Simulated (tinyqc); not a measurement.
Lossy on-chip transmission line with skin effect: one step of the calculation.

A uniform line in a homogeneous dielectric: c = sqrt(er)/(c0 Z0), l = Z0 sqrt(er)/c0 (c0 = 299792458 m/s), g = w c td, w = 2 pi f. The resistance joins its limits as r = sqrt(r_dc^2 + r_hf^2), with r_dc = rho/(wd th), r_hf = kr rho/(2 delta (wd + th)), delta = sqrt(rho/(pi f mu0)), mu0 = 4 pi 1e-7 H/m; this is an interpolation, and internal inductance, up to 0.05 nH/mm at low frequency, is neglected.

Task. Line constants. delta, r_dc, r_hf, r, l, c and g as defined.

Values chosen for this exercise:
- wd = 2.1 um (width of the strip)
- th = 2.1 um (thickness of the strip)
- rho = 1.8 uohm cm (resistivity)
- er = 4.2 (relative permittivity)
- td = 0.02 (loss tangent)
- Z0 = 75 ohm (lossless impedance sqrt(l/c))
- kr = 1.5 (factor for crowding and the return path)
- f = 0.22 GHz (frequency)

Wanted: delta; r_dc; r_hf; r; l; c; g.

Result.

delta = 4.552 um
r_dc = 4.082 ohm/mm
r_hf = 0.7061 ohm/mm
r = 4.142 ohm/mm
l = 0.5127 nH/mm
c = 91.15 pF/m
g = 0.002520 S/m

r is 1.01 times r_dc; the skin depth is 2.17 of the thickness.

Program tinyqc, `OMP_NUM_THREADS=1 python tinyqc.py 2810149 2810150 out.jsonl`; Intel Xeon 2.30GHz, shared host, one thread, about 0.01 s.
